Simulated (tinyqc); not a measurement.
## Bandgap voltage reference from two bipolar transistors: output against temperature

Two transistors of area 1 and N carry the same current I. Is(T) = Is (T/T0)^eta exp[(Vg0 q/kB)(1/T0 - 1/T)], VBE1 = Vt ln(I/Is(T)) + I rb, VBE2 = Vt ln(I/(N Is(T))) + I rb/N. The amplifier forces I R1(T) = VBE1 - VBE2 + Vos, with R(T) = R (1 + tc (T - T0)) for both resistors, and the output is Vref = VBE1 + I R2(T). Base currents and the Early effect are neglected.

Vt = kB T/q; I = (Vt ln N + Vos)/(R1(T) - rb (1 - 1/N)).

Values chosen for this exercise; values of the order met in silicon bipolar transistors: reference temperature T0 = 300 K; band-gap voltage extrapolated to 0 K Vg0 = 1.193 V; temperature exponent of the saturation current eta = 3.9; saturation current of the unit transistor at T0 Is = 4.7e-18 A; area ratio of the second transistor N = 15; resistor across which the difference of VBE falls, at T0 R1 = 7.2 kohm; temperature coefficient of both resistors tc = 0 ppm/K; offset of the amplifier Vos = 2.6 mV; series resistance of the unit transistor rb = 0 ohm; output resistor at T0 R2 = 53.36 kohm.

Constants: q = 1.602176634e-19 C, kB = 1.380649e-23 J/K. Results are converted to the units shown.

Results:
```
T (K)  I (uA)  VBE1 (V)  I R2 (V)  Vref (V)  Vref - Vref(T0) (mV)  dVref/dT (uV/K)
218    7.4268   0.87714   0.39629    1.2734                1.2746           26.499
233    7.9130   0.85147   0.42224    1.2737                1.5459           9.8571
253    8.5612   0.81687   0.45682    1.2737                1.5342          -10.736
273    9.2094   0.78188   0.49141    1.2733                1.1269          -29.760
298    10.020   0.73762   0.53465    1.2723               0.10501          -51.668
323    10.830   0.69283   0.57789    1.2707               -1.4418          -71.808
348    11.640   0.64757   0.62112    1.2687               -3.4729          -90.445
398    13.261   0.55571   0.70760    1.2633               -8.8529          -124.00
423    14.071   0.50918   0.75083    1.2600               -12.145          -139.23
```

Estimate the missing row, T = 373 K.

Computed row:
```
T (K)  I (uA)  VBE1 (V)  I R2 (V)  Vref (V)  Vref - Vref(T0) (mV)  dVref/dT (uV/K)
373    12.451   0.60185   0.66436    1.2662               -5.9533          -107.79
```

With this row back in the table: VBE1 falls by 1.79 mV/K on average and I R2 rises by 1.73 mV/K. The slope of Vref vanishes at T = 242 K. Between 233 and 398 K Vref spans 10.4 mV, or 49.8 ppm/K by the box method (span over the average over T, over 165 K).

Program tinyqc, `OMP_NUM_THREADS=1 python tinyqc.py 2062043 2062044 out.jsonl`; Intel Xeon 2.30GHz, shared host, one thread, about 0.02 s.
